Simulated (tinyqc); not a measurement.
Worked calculation: lattice vibrations of a chain. One step of it, computed by the program tinyqc.

Task: Dynamical matrix at q = 0.4. q is in units of 2 pi/a. A spring k from atom i to atom j, n cells on, adds k to Phi_ii and Phi_jj, -k exp(2 pi i q n) to Phi_ij and the conjugate to Phi_ji (for one atom a cell: 2k (1 - cos 2 pi q n)); D_ij = Phi_ij / sqrt(m_i m_j).

A chain moving along its axis:
```
atom   mass (u)  spring to the next atom (eV/angstrom^2)
1      7.000000                                12.700000
2     30.700000                                11.800000
```

Give: D(q).

Result:

D(q) (eV/(angstrom^2 u)):
$$\begin{pmatrix}
3.5000 & -0.2151+0.4731i \\
-0.2151-0.4731i & 0.7980
\end{pmatrix}$$
